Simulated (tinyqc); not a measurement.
Inside a calculation. Model: metal-interlayer-semiconductor contact, depinning against tunnelling resistance.

Numbers from tinyqc (`OMP_NUM_THREADS=1 python tinyqc.py 2270046 2270047 out.jsonl`; about 0.02 s on one thread of a shared Intel Xeon 2.30GHz). Printed values are rounded.

Zero bias, n-type semiconductor. Gap states at the semiconductor surface thin out as exp(-be ti), which unpins the barrier; electrons must then cross the interlayer (a rectangular barrier, no voltage drop across it) and the parabolic depleted layer, both by WKB. Energies E are counted from the Fermi level; no image force, parabolic bands.

Parameters, values chosen for the exercise; semiconductor values close to those of germanium; interlayer mass of the order of that in silicon dioxide, offset chosen freely:
- T = 300 K (temperature)
- Eg = 0.647 eV (band gap)
- eps_r = 16.6 (relative permittivity)
- chi = 3.88 eV (electron affinity)
- Nc = 1.04e19 cm^-3 (conduction-band density of states at T)
- mt = 0.124 m0 (tunnelling mass in the semiconductor)
- mA = 1.12 m0 (Richardson mass)
- Nd = 3.4e18 cm^-3 (donor density)
- E0 = 0.087 eV (charge-neutrality level above the valence band)
- S0 = 0.049 (pinning factor without interlayer)
- phiM = 4.05 eV (metal work function)
- ti = 0.2 nm (interlayer thickness)
- dE = 3.17 eV (conduction-band offset of the interlayer above the semiconductor)
- mi = 0.46 m0 (tunnelling mass in the interlayer)
- be = 5.6 1/nm (decay constant of gap states through the interlayer)

Constants: q = 1.602176634e-19 C, kB = 1.380649e-23 J/K, eps0 = 8.8541878128e-12 F/m, hbar = 1.054571817e-34 J s, h = 6.62607015e-34 J s, m0 = 9.1093837015e-31 kg, Vt = kB T/q, hbar^2/(2 m0) = 0.0380998212 eV nm^2. Results are converted to the units shown.

## Pinning, barrier and scales

S = 1/(1 + (1/S0 - 1) exp(-be ti)); phiB = S (phiM - chi) + (1 - S)(Eg - E0); xi = Ec - EF deep inside, from Nd = Nc F(-xi/Vt), F(x) = (2/sqrt(pi)) int_0^infinity sqrt(u) du/(1 + exp(u - x)); band bending U = phiB - xi; E00 = (hbar/2) sqrt(Nd/(eps0 eps_r mt m0)) in volts; A = 4 pi q mA m0 kB^2/h^3.

S = 0.136379
phiB = 0.506812 eV
xi = 0.0259288 eV
U = 0.480883 eV
E00 = 0.0238617 eV
A = 134.594 A/(cm^2 K^2)

The interlayer moves the barrier from 0.541 eV to 0.507 eV; the unpinned limit is phiM - chi = 0.170 eV. E00/Vt = 0.923: by the usual rule of thumb (0.5 to 5) thermionic-field emission.

## Exponents and integrand on an energy grid

| point | E (eV) |
|---|---|
| 0 | 0.03 |
| 1 | 0.07 |
| 2 | 0.11 |
| 3 | 0.15 |
| 4 | 0.19 |
| 5 | 0.23 |
| 6 | 0.27 |
| 7 | 0.31 |
| 8 | 0.35 |
| 9 | 0.39 |
| 10 | 0.43 |
| 11 | 0.47 |
| 12 | 0.51 |

With U = phiB - xi: for xi < E < phiB, y = (E - xi)/U and G1 = (U/E00) [sqrt(1 - y) - y ln((1 + sqrt(1 - y))/sqrt(y))], G1 = 0 above phiB; G2 = 2 ti sqrt(mi max(phiB + dE - E, 0)/C), C = hbar^2/(2 m0); f = 1/(1 + exp(E/Vt)); integrand exp(-G1 - G2) f.

| point | G1 | G2 | f | integrand (1e-8) |
|---|---|---|---|---|
| 0 | 19.5425 | 2.65420 | 0.238585 | 0.00547 |
| 1 | 15.7640 | 2.63961 | 0.0625193 | 0.06360 |
| 2 | 12.9575 | 2.62493 | 0.0139946 | 0.23910 |
| 3 | 10.6068 | 2.61017 | 0.00301163 | 0.54797 |
| 4 | 8.5746 | 2.59532 | 6.42483e-4 | 0.90533 |
| 5 | 6.7964 | 2.58040 | 1.36808e-4 | 1.15829 |
| 6 | 5.2359 | 2.56538 | 2.91197e-5 | 1.19163 |
| 7 | 3.8719 | 2.55027 | 6.19764e-6 | 1.00720 |
| 8 | 2.6930 | 2.53508 | 1.31904e-6 | 0.70749 |
| 9 | 1.6961 | 2.51979 | 2.80730e-7 | 0.41434 |
| 10 | 0.8872 | 2.50441 | 5.97472e-8 | 0.20108 |
| 11 | 0.2891 | 2.48894 | 1.27159e-8 | 0.07905 |
| 12 | 0.0000 | 2.47337 | 2.70631e-9 | 0.02281 |

## Contact resistivity

1/rho_c = (A T^2/Vt^2) I, with I the trapezoid sum of the integrand over the grid.

I = 2.61169e-9 eV
rho_c = 0.021125 ohm cm^2

A fine grid from xi upwards gives rho_c = 0.02106 ohm cm^2; the coarse value is 0.31 % above it. The integrand peaks at E = 0.26 eV, and 0.26 % of the current flows above phiB. Tunnelling through the interlayer costs a factor of 13.0 at this barrier height; the bare contact (ti = 0) has rho_c = 0.00440 ohm cm^2, so with the interlayer rho_c is 4.79 times that.
